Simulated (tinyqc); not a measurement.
Inside a calculation: optical transitions of a finite quantum well. Values are carried at full precision from step to step, so a last printed digit may differ when a step is redone from the rounded ones.

Each carrier sees a square well of width L with its own depth V and masses m (inside), mb (outside); c = hbar^2/2m0, k = sqrt(m E/c), kappa = sqrt(mb (V - E)/c), and level n solves k L + 2 atan[(k/m)/(kappa/mb)] = n pi. The envelope is cos(kz) for odd n and sin(kz) for even n inside, joins exp(-kappa (|z| - L/2)) outside, and is normalised to 1. Excitons and band mixing are left out.

Constants: hbar^2/2m0 = 3.80998211 eV angstrom^2; hc = 1239.841984 eV nm; fine-structure constant alpha = 0.007297352564.

Parameters, chosen for this exercise (near those of a GaAs well in AlGaAs; shifted at random, so the results belong to these values and not to a real crystal): L = 69 angstrom (well width); Eg = 1.509 eV (gap of the well); Vc = 0.178 eV (conduction offset); Vv = 0.095 eV (valence offset); me = 0.0665 m0 (electron, well); meb = 0.0853 m0 (electron, barrier); mh = 0.361 m0 (heavy hole along z, well); mhb = 0.403 m0 (heavy hole, barrier); ml = 0.0919 m0 (light hole along z, well); mlb = 0.1099 m0 (light hole, barrier); Ns = 1.3 x 1e12/cm^2 (electrons in e1); n_r = 3.41 (refractive index); G = 12 meV (half width of the line).

## Confinement energies

Up to three levels for each carrier.

Levels:
```
level  E (eV)  k (1/angstrom)  kappa (1/angstrom)
e1     0.0462         0.02840             0.05432
e2     0.1625         0.05325             0.01864
hh1    0.0124         0.03427             0.09347
hh2    0.0479         0.06737             0.07058
hh3    0.0937         0.09424             0.01159
lh1    0.0301         0.02696             0.04325
lh2    0.0944         0.04771             0.00429
```

## Interband transitions

From e1 and e2 to each hole level: E = Eg + E_e + E_h, wavelength hc/E, squared overlap of the envelopes, and the strength |<S|p|v>|^2 in units of P^2 at the subband edge: overlap^2 times 1/2 (hh) or 1/6 (lh) for light polarised in the plane (TE), times 0 (hh) or 2/3 (lh) along z (TM).

Transitions:
```
pair    E (eV)  wavelength (nm)  overlap^2      TE      TM
e1-hh1  1.5676            790.9     0.9704  0.4852  0.0000
e1-lh1  1.5854            782.1     0.9953  0.1659  0.6635
e1-hh2  1.6031            773.4     0.0000  0.0000  0.0000
e1-hh3  1.6490            751.9     0.0226  0.0113  0.0000
e1-lh2  1.6496            751.6     0.0000  0.0000  0.0000
e2-hh1  1.6839            736.3     0.0000  0.0000  0.0000
e2-lh1  1.7016            728.6     0.0000  0.0000  0.0000
e2-hh2  1.7194            721.1     0.7108  0.3554  0.0000
e2-hh3  1.7652            702.4     0.0000  0.0000  0.0000
e2-lh2  1.7658            702.1     0.6184  0.1031  0.4122
```

The edge is e1-hh1 at 791 nm. Pairs of opposite parity vanish exactly; e1-hh3 is allowed by parity and reaches 0.0226, only because the two envelopes leak differently into the barriers.

## Intersubband transitions from e1

z_1j = <1|z|j>; 1/m1 = <1|1/m|1>; f_1j = (m1/c)(E_j - E_1) z_1j^2, which sums to 1 over all bound and continuum states.

Transitions:
```
pair  E (meV)  wavelength (micrometre)  |z| (angstrom)       f
1-2     116.3                    10.67           20.77  0.8950
```

m1 = 0.0680 m0
sum of f over bound states = 0.8950

The continuum carries the remaining 0.1050. With hard walls z_12 = 16 L/(9 pi^2) = 12.43 angstrom and f_12 = 256/(27 pi^2) = 0.9607.

## Absorption of one well

For light polarised along z (a real waveguide or Brewster geometry adds an angle factor), with all electrons in e1 and none in e2, the peak fractional absorption is 4 pi alpha Ns c f_12/(n_r m1 G) and the area under the Lorentzian line is pi G times that, c = hbar^2/2m0; 1e12/cm^2 = 1e-4/angstrom^2. EF - E1 = 2 pi c Ns/m1 at zero temperature.

peak absorption = 1.461 %
area = 55.06 % meV
EF - E1 = 45.8 meV

EF lies below e2, as assumed.

## Checks

- Sum of f over all levels of a difference grid (60 cells across the well) against 1: 0.999 against 1.000.

Run: tinyqc, `OMP_NUM_THREADS=1 python tinyqc.py 1280481 1280482 out.jsonl`; Intel(R) Xeon(R) Processor @ 2.30GHz, one thread, shared host; about 0.1 s of CPU time with all checks.
